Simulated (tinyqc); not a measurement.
Inside a calculation. Method: RHF in the sto-3g basis, for BeH2, spin multiplicity 1. Computed by tinyqc, a small Python program that keeps every step (integrals from PySCF). Settings: charge = 0, multiplicity = 1, basis = sto-3g, energy threshold = 1e-10, iteration cap = 51, orthogonalisation = symmetric, start = core, DIIS depth = 0, damping = 0.7, method = RHF. Command: `OMP_NUM_THREADS=1 python tinyqc.py 23254 23255 out.jsonl` (the two numbers bound the seeds that draw the settings). One thread of a shared host (Intel(R) Xeon(R) Processor @ 2.60GHz), about 0.07 s of CPU time with the checks. Later iterations appear only in the table of the cycle.

## One-electron integrals

Geometry (angstrom):
```
atom         x          y         z
Be    0.000000   0.000000  0.000000
H     0.000000   1.588000  0.101000
H     0.000000  -1.644000  0.105000
```

Basis sto-3g: exponents (1/bohr^2) and contraction coefficients of normalised primitives:
```
element  l (shell)   exponent  coefficient
Be           s (1)  30.167871     0.154329
Be           s (1)   5.495115     0.535328
Be           s (1)   1.487193     0.444635
Be           s (2)   1.314833    -0.099967
Be           s (2)   0.305539     0.399513
Be           s (2)   0.099371     0.700115
Be           p (3)   1.314833     0.155916
Be           p (3)   0.305539     0.607684
Be           p (3)   0.099371     0.391957
H            s (1)   3.425251     0.154329
H            s (1)   0.623914     0.535328
H            s (1)   0.168855     0.444635
```

Overlap, kinetic and nuclear-attraction integrals over the contracted functions; the nuclear repulsion is the sum of Za Zb / Rab.

nuclear repulsion = 2.77890040 hartree

overlap S, lower triangle:
```
           1Be 1s    1Be 2s   1Be 2px    1Be 2py   1Be 2pz     2H 1s     3H 1s
1Be 1s   1.000000
1Be 2s   0.259517  1.000000
1Be 2px  0.000000  0.000000  1.000000
1Be 2py  0.000000  0.000000  0.000000   1.000000
1Be 2pz  0.000000  0.000000  0.000000   0.000000  1.000000
2H 1s    0.040031  0.362944  0.000000   0.445944  0.028363  1.000000
3H 1s    0.035396  0.342817  0.000000  -0.427050  0.027275  0.011054  1.000000
```

kinetic energy T (hartree), lower triangle:
```
            1Be 1s    1Be 2s   1Be 2px    1Be 2py   1Be 2pz      2H 1s     3H 1s
1Be 1s    6.693975
1Be 2s   -0.033012  0.211111
1Be 2px   0.000000  0.000000  0.660592
1Be 2py   0.000000  0.000000  0.000000   0.660592
1Be 2pz   0.000000  0.000000  0.000000   0.000000  0.660592
2H 1s    -0.011225  0.036185  0.000000   0.118708  0.007550   0.760032
3H 1s    -0.010054  0.030471  0.000000  -0.104932  0.006702  -0.004792  0.760032
```

nuclear attraction V (hartree), lower triangle:
```
             1Be 1s     1Be 2s    1Be 2px    1Be 2py    1Be 2pz      2H 1s      3H 1s
1Be 1s   -15.214885
1Be 2s    -2.068916  -2.947965
1Be 2px    0.000000   0.000000  -2.871890
1Be 2py   -0.000854  -0.005790   0.000000  -3.043607
1Be 2pz   -0.001569  -0.014862   0.000000  -0.000332  -2.872588
2H 1s     -0.317610  -0.977375   0.000000  -1.169712  -0.075552  -2.716983
3H 1s     -0.280662  -0.907478   0.000000   1.099379  -0.071302  -0.035675  -2.672550
```

core Hamiltonian H = T + V (hartree), lower triangle:
```
            1Be 1s     1Be 2s    1Be 2px    1Be 2py    1Be 2pz      2H 1s      3H 1s
1Be 1s   -8.520910
1Be 2s   -2.101928  -2.736854
1Be 2px   0.000000   0.000000  -2.211298
1Be 2py  -0.000854  -0.005790   0.000000  -2.383015
1Be 2pz  -0.001569  -0.014862   0.000000  -0.000332  -2.211996
2H 1s    -0.328834  -0.941190   0.000000  -1.051004  -0.068002  -1.956951
3H 1s    -0.290716  -0.877007   0.000000   0.994447  -0.064600  -0.040466  -1.912518
```

## Two-electron integrals

Functions are numbered as in S; the eight-fold symmetry (ij|kl) = (ji|kl) = (kl|ij) leaves the list below.

Two-electron integrals (ij|kl) in chemists' order, unique and non-zero (hartree):
```
(11|11) 2.298831    (21|11) 0.392036    (21|21) 0.079539    (22|11) 0.570988
(22|21) 0.143041    (22|22) 0.417683    (31|31) 0.014607    (32|31) 0.021888
(32|32) 0.092265    (33|11) 0.569578    (33|21) 0.143083    (33|22) 0.417589
(33|33) 0.449859    (41|41) 0.014607    (42|41) 0.021888    (42|42) 0.092265
(43|43) 0.024249    (44|11) 0.569578    (44|21) 0.143083    (44|22) 0.417589
(44|33) 0.401360    (44|44) 0.449859    (51|51) 0.014607    (52|51) 0.021888
(52|52) 0.092265    (53|53) 0.024249    (54|54) 0.024249    (55|11) 0.569578
(55|21) 0.143083    (55|22) 0.417589    (55|33) 0.401360    (55|44) 0.401360
(55|55) 0.449859    (61|11) 0.059690    (61|21) 0.012103    (61|22) 0.021959
(61|33) 0.021811    (61|41) 0.001062    (61|42) 0.002012    (61|44) 0.022266
(61|51) 0.000068    (61|52) 0.000128    (61|54) 0.000029    (61|55) 0.021812
(61|61) 0.001930    (62|11) 0.161796    (62|21) 0.041217    (62|22) 0.133413
(62|33) 0.128156    (62|41) 0.005346    (62|42) 0.034385    (62|44) 0.143742
(62|51) 0.000340    (62|52) 0.002187    (62|54) 0.000991    (62|55) 0.128219
(62|61) 0.006939    (62|62) 0.066651    (63|31) 0.003552    (63|32) 0.017175
(63|43) 0.005765    (63|53) 0.000367    (63|63) 0.005665    (64|11) 0.179813
(64|21) 0.046322    (64|22) 0.156986    (64|33) 0.147727    (64|41) 0.008583
(64|42) 0.053124    (64|44) 0.175279    (64|51) 0.000320    (64|52) 0.002286
(64|54) 0.001386    (64|55) 0.147792    (64|61) 0.008101    (64|62) 0.088680
(64|64) 0.121102    (65|11) 0.011436    (65|21) 0.002946    (65|22) 0.009985
(65|33) 0.009396    (65|41) 0.000320    (65|42) 0.002286    (65|44) 0.010415
(65|51) 0.003572    (65|52) 0.017321    (65|54) 0.005830    (65|55) 0.010133
(65|61) 0.000515    (65|62) 0.005640    (65|64) 0.007342    (65|65) 0.006132
(66|11) 0.331472    (66|21) 0.085871    (66|22) 0.312624    (66|33) 0.290439
(66|41) 0.012283    (66|42) 0.104456    (66|44) 0.356432    (66|51) 0.000781
(66|52) 0.006644    (66|54) 0.004197    (66|55) 0.290706    (66|61) 0.014725
(66|62) 0.203357    (66|64) 0.285787    (66|65) 0.018177    (66|66) 0.774606
(71|11) 0.052773    (71|21) 0.010700    (71|22) 0.019416    (71|33) 0.019287
(71|41) -0.000940   (71|42) -0.001781   (71|44) 0.019682    (71|51) 0.000060
(71|52) 0.000114    (71|54) -0.000025   (71|55) 0.019288    (71|61) 0.001560
(71|62) 0.005182    (71|64) 0.005645    (71|65) 0.000389    (71|66) 0.010725
(71|71) 0.001509    (72|11) 0.149559    (72|21) 0.038131    (72|22) 0.124261
(72|33) 0.119302    (72|41) -0.004927   (72|42) -0.032270   (72|44) 0.134002
(72|51) 0.000315    (72|52) 0.002061    (72|54) -0.000939   (72|55) 0.119362
(72|61) 0.005425    (72|62) 0.030419    (72|64) 0.033178    (72|65) 0.002555
(72|66) 0.068047    (72|71) 0.005675    (72|72) 0.059068    (73|31) 0.003200
(73|32) 0.015675    (73|43) -0.005341   (73|53) 0.000341    (73|63) 0.001908
(73|73) 0.004861    (74|11) -0.168630   (74|21) -0.043459   (74|22) -0.148153
(74|33) -0.139451   (74|41) 0.007873    (74|42) 0.049729    (74|44) -0.165342
(74|51) -0.000298   (74|52) -0.002175   (74|54) 0.001312    (74|55) -0.139513
(74|61) -0.006006   (74|62) -0.033788   (74|64) -0.036104   (74|65) -0.002797
(74|66) -0.075595   (74|71) -0.006703   (74|72) -0.079423   (74|74) 0.109363
(75|11) 0.010770    (75|21) 0.002776    (75|22) 0.009462    (75|33) 0.008907
(75|41) -0.000298   (75|42) -0.002175   (75|44) 0.009878    (75|51) 0.003219
(75|52) 0.015814    (75|54) -0.005403   (75|55) 0.009593    (75|61) 0.000414
(75|62) 0.002590    (75|64) 0.002788    (75|65) 0.002121    (75|66) 0.005892
(75|71) 0.000428    (75|72) 0.005073    (75|74) -0.006674   (75|75) 0.005287
(76|11) 0.006797    (76|21) 0.001683    (76|22) 0.004787    (76|33) 0.004725
(76|41) -4.76e-06   (76|42) -0.000031   (76|44) 0.004901    (76|51) 0.000030
(76|52) 0.000150    (76|54) -1.31e-06   (76|55) 0.004732    (76|61) 0.000259
(76|62) 0.001554    (76|64) 0.001846    (76|65) 0.000145    (76|66) 0.003710
(76|71) 0.000230    (76|72) 0.001475    (76|74) -0.001783   (76|75) 0.000139
(76|76) 0.000056    (77|11) 0.320404    (77|21) 0.083032    (77|22) 0.304492
(77|33) 0.283173    (77|41) -0.011535   (77|42) -0.100672   (77|44) 0.346556
(77|51) 0.000737    (77|52) 0.006430    (77|54) -0.004048   (77|55) 0.283431
(77|61) 0.011760    (77|62) 0.071491    (77|64) 0.078084    (77|65) 0.006101
(77|66) 0.163727    (77|71) 0.012551    (77|72) 0.190403    (77|74) -0.269833
(77|75) 0.017234    (77|76) 0.003710    (77|77) 0.774606
```

## Orthogonalisation

S = U s U^T; symmetric (Loewdin) form X = U s^(-1/2) U^T, so that X^T S X = 1.

eigenvalues of S: 0.375248  0.463122  0.952097  1.000000  1.006836  1.584100  1.618597

X, lower triangle:
```
            1Be 1s     1Be 2s   1Be 2px    1Be 2py    1Be 2pz      2H 1s     3H 1s
1Be 1s    1.028491
1Be 2s   -0.149689   1.147652
1Be 2px   0.000000   0.000000  1.000000
1Be 2py  -0.000673   0.010395  0.000000   1.204563
1Be 2pz  -0.001079   0.009274  0.000000   0.000689   1.000711
2H 1s     0.021032  -0.224853  0.000000  -0.306904  -0.017150   1.171422
3H 1s     0.020547  -0.204713  0.000000   0.287951  -0.015916  -0.050877  1.151045
```

## Starting guess

The start is the orbitals of the core Hamiltonian; D = 2 C_occ C_occ^T.

D at the start, lower triangle:
```
            1Be 1s     1Be 2s   1Be 2px    1Be 2py   1Be 2pz      2H 1s     3H 1s
1Be 1s    2.141919
1Be 2s   -0.538892   2.016417
1Be 2px   0.000000   0.000000  0.000000
1Be 2py   0.004299  -0.021855  0.000000   2.138411
1Be 2pz  -0.042553   0.173324  0.000000  -0.004278  0.014908
2H 1s    -0.009722   0.086527  0.000000  -0.071066  0.007541   0.006102
3H 1s    -0.002963   0.056204  0.000000   0.095621  0.004746  -0.000663  0.005971
```

## Iteration 1: building the Fock matrix

J_ij = sum D_kl (ij|kl), K_ij = sum D_kl (ik|jl); F = H + J - 0.5 K; E = tr D H + tr D J / 2 - 0.25 tr D K + E_nn.

Coulomb J (hartree), lower triangle:
```
            1Be 1s    1Be 2s   1Be 2px    1Be 2py   1Be 2pz     2H 1s     3H 1s
1Be 1s    6.868946
1Be 2s    1.347832  2.800097
1Be 2px   0.000000  0.000000  2.763136
1Be 2py  -0.000181  0.000460  0.000000   2.863123
1Be 2pz   0.006428  0.030477  0.000000  -0.000050  2.763877
2H 1s     0.206619  0.877201  0.000000   1.024410  0.069361  2.005531
3H 1s     0.182694  0.813698  0.000000  -0.962331  0.065326  0.032873  1.939224
```

exchange K (hartree), lower triangle:
```
            1Be 1s     1Be 2s   1Be 2px    1Be 2py   1Be 2pz     2H 1s     3H 1s
1Be 1s    4.694729
1Be 2s    0.830155   1.082838
1Be 2px   0.000000   0.000000  0.248832
1Be 2py  -0.000257  -0.000719  0.000000   1.115595
1Be 2pz   0.004267   0.084280  0.000000  -0.000967  0.255437
2H 1s     0.139717   0.397365  0.000000   0.418450  0.033863  0.387961
3H 1s     0.124176   0.364194  0.000000  -0.384711  0.031729  0.005188  0.330371
```

Fock matrix F (hartree), lower triangle:
```
            1Be 1s     1Be 2s   1Be 2px    1Be 2py    1Be 2pz      2H 1s      3H 1s
1Be 1s   -3.999328
1Be 2s   -1.169174  -0.478177
1Be 2px   0.000000   0.000000  0.427422
1Be 2py  -0.000906  -0.004970  0.000000  -0.077690
1Be 2pz   0.002725  -0.026525  0.000000   0.000101   0.424163
2H 1s    -0.192073  -0.262672  0.000000  -0.235820  -0.015572  -0.145401
3H 1s    -0.170110  -0.245405  0.000000   0.224472  -0.015139  -0.010188  -0.138480
```

total energy of this density = -14.72606896 hartree

This density is the starting one.

## Iteration 1: diagonalisation and new density

Diagonalise F' = X^T F X, C = X C', fill 3 alpha and 3 beta electrons from the bottom; D = 2 C_occ C_occ^T; the new density keeps 0.7 of the old one (damping). Each column has its largest component positive (the first on a tie).

F' = X^T F X (hartree), lower triangle:
```
           1          2         3          4          5          6         7
1  -3.893663
2  -0.654067  -0.104676
3   0.000000   0.000000  0.427422
4  -0.000998   0.008026  0.000000   0.194008
5   0.004371  -0.014385  0.000000   0.001107   0.425322
6  -0.008058  -0.224710  0.000000  -0.312020  -0.019788   0.079203
7  -0.002204  -0.203783  0.000000   0.291098  -0.018367  -0.056153  0.058292
```

orbital energies (hartree): MO1 -4.004224, MO2 -0.290712, MO3 -0.267304, MO4 0.304273, MO5 0.427118, MO6 0.427422, MO7 0.589336

coefficients C:
```
               MO1        MO2        MO3        MO4        MO5       MO6        MO7
1Be 1s    0.989529  -0.211324  -0.044912  -0.234100  -0.007954  0.000000  -0.018919
1Be 2s    0.039109   0.594356   0.132852   1.022910   0.054456  0.000000   0.102099
1Be 2px   0.000000   0.000000   0.000000   0.000000   0.000000  1.000000   0.000000
1Be 2py   0.000369   0.110562  -0.495186  -0.081521  -0.021271  0.000000   1.167756
1Be 2pz  -0.000201   0.030733   0.007312  -0.047103   0.999274  0.000000   0.017072
2H 1s    -0.004025   0.477032  -0.329342  -0.649756  -0.066809  0.000000  -0.870411
3H 1s    -0.003960   0.297617   0.508580  -0.755199  -0.095991  0.000000   0.725402
```

D after iteration 1, lower triangle:
```
            1Be 1s     1Be 2s   1Be 2px    1Be 2py   1Be 2pz      2H 1s     3H 1s
1Be 1s    2.114849
1Be 2s   -0.432945   1.634955
1Be 2px   0.000000   0.000000  0.000000
1Be 2py   0.002553  -0.015334  0.000000   1.651347
1Be 2pz  -0.034000   0.132865  0.000000  -0.003128  0.011035
2H 1s    -0.060805   0.204338  0.000000   0.079749  0.012631   0.205897
3H 1s    -0.055866   0.185924  0.000000  -0.064428  0.011042  -0.015769  0.212527
```

## Iteration 2: building the Fock matrix

As before.

Coulomb J (hartree), lower triangle:
```
           1Be 1s    1Be 2s   1Be 2px    1Be 2py   1Be 2pz     2H 1s     3H 1s
1Be 1s   6.698261
1Be 2s   1.308704  2.730192
1Be 2px  0.000000  0.000000  2.684359
1Be 2py  0.000165  0.001477  0.000000   2.811014
1Be 2pz  0.005631  0.028822  0.000000  -0.000013  2.685104
2H 1s    0.200695  0.875758  0.000000   1.033459  0.069442  2.083631
3H 1s    0.177398  0.813770  0.000000  -0.972632  0.065537  0.032136  2.026827
```

exchange K (hartree), lower triangle:
```
            1Be 1s    1Be 2s   1Be 2px    1Be 2py   1Be 2pz     2H 1s     3H 1s
1Be 1s    4.673276
1Be 2s    0.825286  1.007144
1Be 2px   0.000000  0.000000  0.218921
1Be 2py  -0.000163  0.002983  0.000000   1.042849
1Be 2pz   0.002719  0.072341  0.000000  -0.000558  0.224373
2H 1s     0.135951  0.435518  0.000000   0.474345  0.035018  0.592889
3H 1s     0.120654  0.405386  0.000000  -0.444276  0.033217  0.004277  0.548628
```

Fock matrix F (hartree), lower triangle:
```
            1Be 1s     1Be 2s   1Be 2px    1Be 2py    1Be 2pz      2H 1s      3H 1s
1Be 1s   -4.159287
1Be 2s   -1.205868  -0.510235
1Be 2px   0.000000   0.000000  0.363600
1Be 2py  -0.000607  -0.005804  0.000000  -0.093425
1Be 2pz   0.002702  -0.022210  0.000000  -0.000066   0.360921
2H 1s    -0.196115  -0.283191  0.000000  -0.254718  -0.016070  -0.169765
3H 1s    -0.173645  -0.265930  0.000000   0.243954  -0.015671  -0.010469  -0.160005
```

total energy of this density = -14.94057588 hartree

This density is a damped mixture and is not idempotent.

## Iteration 2: diagonalisation and new density

As before.

F' = X^T F X (hartree), lower triangle:
```
           1          2         3          4          5          6         7
1  -4.052375
2  -0.668461  -0.120217
3   0.000000   0.000000  0.363600
4  -0.000512   0.006834  0.000000   0.194616
5   0.003651  -0.009391  0.000000   0.000886   0.362102
6  -0.005743  -0.239503  0.000000  -0.328605  -0.020021   0.067179
7   0.000484  -0.220096  0.000000   0.309647  -0.018780  -0.057840  0.050024
```

orbital energies (hartree): MO1 -4.163692, MO2 -0.326115, MO3 -0.296483, MO4 0.311453, MO5 0.363600, MO6 0.366135, MO7 0.610032

coefficients C:
```
               MO1        MO2        MO3        MO4       MO5        MO6        MO7
1Be 1s    0.990269  -0.211083  -0.037250  -0.227988  0.000000  -0.047519  -0.015974
1Be 2s    0.036578   0.600396   0.112537   0.999014  0.000000   0.227327   0.089366
1Be 2px   0.000000   0.000000   0.000000   0.000000  1.000000   0.000000   0.000000
1Be 2py   0.000289   0.091617  -0.495762  -0.063519  0.000000  -0.025184   1.170190
1Be 2pz  -0.000235   0.027957   0.005599  -0.213652  0.000000   0.977478   0.011586
2H 1s    -0.004022   0.464847  -0.348831  -0.639894  0.000000  -0.180619  -0.860485
3H 1s    -0.003962   0.313725   0.499115  -0.721402  0.000000  -0.214123   0.734280
```

D after iteration 2, lower triangle:
```
            1Be 1s     1Be 2s   1Be 2px    1Be 2py   1Be 2pz      2H 1s     3H 1s
1Be 1s    2.096340
1Be 2s   -0.359884   1.369155
1Be 2px   0.000000   0.000000  0.000000
1Be 2py   0.001436  -0.011199  0.000000   1.308447
1Be 2pz  -0.027606   0.103450  0.000000  -0.002318  0.008212
2H 1s    -0.096029   0.286850  0.000000   0.185139  0.015468   0.346797
3H 1s    -0.092349   0.276777  0.000000  -0.176320  0.014669  -0.027993  0.357302
```

## Convergence

Stop when the energy changes by less than 1e-10 hartree and every element of the error matrix X^T (F D S - S D F) X is below 3e-06.

Course of the cycle:
```
iteration   E (hartree)     change  largest element of the error matrix
1          -14.72606896          -                             5.41e-01
2          -14.94057588  -2.15e-01                             4.02e-01
3          -15.09926891  -1.59e-01                             2.94e-01
4          -15.21456343  -1.15e-01                             2.13e-01
5          -15.29734736  -8.28e-02                             1.53e-01
6          -15.35632335  -5.90e-02                             1.09e-01
7          -15.39811549  -4.18e-02                             7.81e-02
8          -15.42762285  -2.95e-02                             5.57e-02
9          -15.44840406  -2.08e-02                             3.97e-02
10         -15.46301403  -1.46e-02                             2.83e-02
11         -15.47327280  -1.03e-02                             2.02e-02
12         -15.48047004  -7.20e-03                             1.44e-02
13         -15.48551635  -5.05e-03                             1.03e-02
14         -15.48905302  -3.54e-03                             7.40e-03
...                 ...        ...                                  ...
38         -15.49731973  -6.81e-07                             9.04e-06
39         -15.49732021  -4.76e-07                             7.25e-06
40         -15.49732054  -3.34e-07                             5.82e-06
41         -15.49732078  -2.33e-07                             4.67e-06
42         -15.49732094  -1.63e-07                             3.75e-06
43         -15.49732106  -1.14e-07                             3.01e-06
44         -15.49732114  -8.01e-08                             2.42e-06
45         -15.49732119  -5.61e-08                             1.94e-06
46         -15.49732123  -3.92e-08                             1.56e-06
47         -15.49732126  -2.75e-08                             1.28e-06
48         -15.49732128  -1.92e-08                             1.04e-06
49         -15.49732129  -1.35e-08                             8.53e-07
50         -15.49732130  -9.42e-09                             6.99e-07
51         -15.49732131  -6.60e-09                             5.72e-07
```

PySCF RHF in the same basis = -15.49732132 hartree

Not converged within the cap of 51 iterations: the residual falls steadily but slowly, by a factor of about 0.81 a step. Reruns (cap 100 unless said): DIIS 8: converged in 8; damping 0.5: converged in 34; level shift 0.5: converged in 22; atomic densities as start, DIIS 8: converged in 7; the original settings with a cap of 400: converged in 63.
